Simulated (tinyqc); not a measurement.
Length of a polyene: Hueckel, PPP and singles CI along the polyenes. Computed by the program tinyqc. 

All-trans chains of carbon centres 1.40 angstrom apart:

| parameter | value |
|---|---|
| beta (eV), times 1 +/- alternation | -2.690000 |
| alternation | 0.100000 |
| W (eV) | 11.160000 |
| gamma_rr (eV) | 11.360000 |
| repulsion formula | MN |

Hueckel uses the same beta without repulsion; CIS keeps all single excitations and so misses the low, doubly excited 2Ag state. W is the valence ionisation energy of a centre, MN the Mataga-Nishimoto formula, f the oscillator strength.

Gaps and excitations (eV):

| centres | Hueckel gap | PPP orbital gap | bright singlet (CIS) | f | lowest triplet (CIS) |
|---|---|---|---|---|---|
| 2 | 5.9180 | 11.3161 | 8.8990 | 0.7630 | 2.9370 |
| 4 | 3.9731 | 8.8259 | 6.3334 | 1.1529 | 2.0187 |
| 6 | 3.0839 | 7.5969 | 5.1727 | 1.5942 | 1.6071 |
| 8 | 2.5822 | 6.8747 | 4.5030 | 2.0044 | 1.3863 |
| 10 | 2.2626 | 6.4061 | 4.0720 | 2.3890 | 1.2537 |
| 12 | 2.0425 | 6.0822 | 3.7758 | 2.7551 | 1.1679 |
| 14 | 1.8826 | 5.8479 | 3.5630 | 3.1091 | 1.1091 |

The Hueckel gap tends to 4 x alternation x |beta| = 1.08 eV for long chains. Exchange opens the PPP orbital gap, and the attraction of electron and hole brings the bright state 2.28 eV below it at 14 centres; the triplet lies 2.45 eV lower still.
